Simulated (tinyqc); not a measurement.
Inputs raised by 5 %, one at a time: global model of a low-pressure process discharge: electron temperature, density, ion flux and ion energy. Computed by tinyqc, a small Python program. Command: `OMP_NUM_THREADS=1 python tinyqc.py 3113954 3113955 out.jsonl plasma sens`. One thread of a shared host (Intel(R) Xeon(R) Processor @ 2.30GHz), about 0.01 s of CPU time with the checks.

Maxwellian electrons with temperature T_e in eV, one positive ion, no negative ions, uniform bulk density n; rate constants have the Arrhenius form.

Inputs (values chosen for the exercise, of the order of those of an inductive discharge in a simple atomic gas):
```
quantity                          value   unit
ion mass M                           32      u
ionisation prefactor K0         5.1e-14  m^3/s
ionisation energy E_iz             16.6     eV
excitation prefactor X0           7e-15  m^3/s
excitation energy E_ex             9.26     eV
elastic rate constant K_el      1.1e-13  m^3/s
ion-neutral cross section       8.6e-19    m^2
pressure p                          0.4     Pa
gas temperature T_g                 500      K
radius R                             23     cm
height L                             11     cm
absorbed power P                    210      W
bias power P_b                       35      W
radius of the biased electrode       15     cm
bias frequency                      0.4    MHz
```

Constants: k_B = 1.380649e-23 J/K; e = 1.602176634e-19 C; u = 1.6605390666e-27 kg; m_0 = 9.1093837015e-31 kg; eps_0 = 8.8541878128e-12 F/m.

Method:
- n_g = p/(k_B T_g); lambda_i = 1/(n_g sigma); h_L = 0.86/sqrt(3 + L/(2 lambda_i)), h_R = 0.8/sqrt(4 + R/lambda_i); A_eff = 2 pi R^2 h_L + 2 pi R L h_R; d_eff = pi R^2 L/A_eff.
- Particle balance: K0 exp(-E_iz/T_e) n_g d_eff = u_B, u_B = sqrt(e T_e/M).
- Root found by bracketing.
- E_c = E_iz + (X0 exp(-E_ex/T_e) E_ex + K_el (3 m_0/M) T_e)/K_iz; wall potential V_s = (T_e/2) ln(M/(2 pi m_0)); E_T = E_c + 2 T_e + T_e/2 + V_s; n = P/(e u_B A_eff E_T); ion current density J = e h_L n u_B; ionised share n/n_g.
- All bias power goes to ions: V_b = P_b/(J pi r^2). Debye length at the sheath edge lambda_D = sqrt(eps_0 T_e/(e h_L n)); Child-law sheath s = (sqrt2/3) lambda_D (2 V/T_e)^(3/4), V = V_b + V_s; ion transit time tau_i = 3 s sqrt(M/(2 e V)); collisions in the sheath s/lambda_i.

Runs:
```
input moved                       from        to  T_e (eV)  ion current density J (mA/cm^2)  bias voltage V_b (V)  sheath width s (mm)
base run                             -         -    3.5379                           0.9602                51.569              0.74901
ionisation energy E_iz (eV)       16.6     17.43    3.7366                           0.9005                54.989              0.81021
excitation prefactor X0 (m^3/s)  7e-15  7.35e-15    3.5379                           0.9509                52.074              0.75686
pressure p (Pa)                    0.4      0.42    3.4864                           0.9623                51.453              0.74525
radius R (cm)                       23     24.15    3.5262                           0.8833                56.056              0.81895
height L (cm)                       11     11.55    3.4984                           0.9482                52.219              0.75762
absorbed power P (W)               210     220.5    3.5379                           1.0082                49.114              0.71099
bias power P_b (W)                  35     36.75    3.5379                           0.9602                54.148              0.77029
```

Exponents ln(y'/y) / ln(x'/x):
```
input                       T_e  ion current density J  bias voltage V_b  sheath width s
ionisation energy E_iz    1.120                 -1.316             1.316           1.610
excitation prefactor X0   0.000                 -0.199             0.199           0.214
pressure p               -0.300                  0.046            -0.046          -0.103
radius R                 -0.068                 -1.710             1.710           1.830
height L                 -0.230                 -0.256             0.256           0.234
absorbed power P          0.000                  1.000            -1.000          -1.068
bias power P_b            0.000                  0.000             1.000           0.574
```

Which inputs matter most for each result?

Among the inputs moved here: T_e answers most in size to ionisation energy E_iz (exponent +1.120), next to pressure p (-0.300); its exponent is below 0.0005 for excitation prefactor X0, absorbed power P, bias power P_b. Its exponent 0.000 in absorbed power P: T_e follows from the particle balance. ion current density J answers most in size to radius R (exponent -1.710), next to ionisation energy E_iz (-1.316); its exponent is below 0.0005 for bias power P_b. Bias voltage V_b answers most in size to radius R (exponent +1.710), next to ionisation energy E_iz (+1.316). Its exponent -1.000 in absorbed power P: more ions share the bias power. Sheath width s answers most in size to radius R (exponent +1.830), next to ionisation energy E_iz (+1.610).
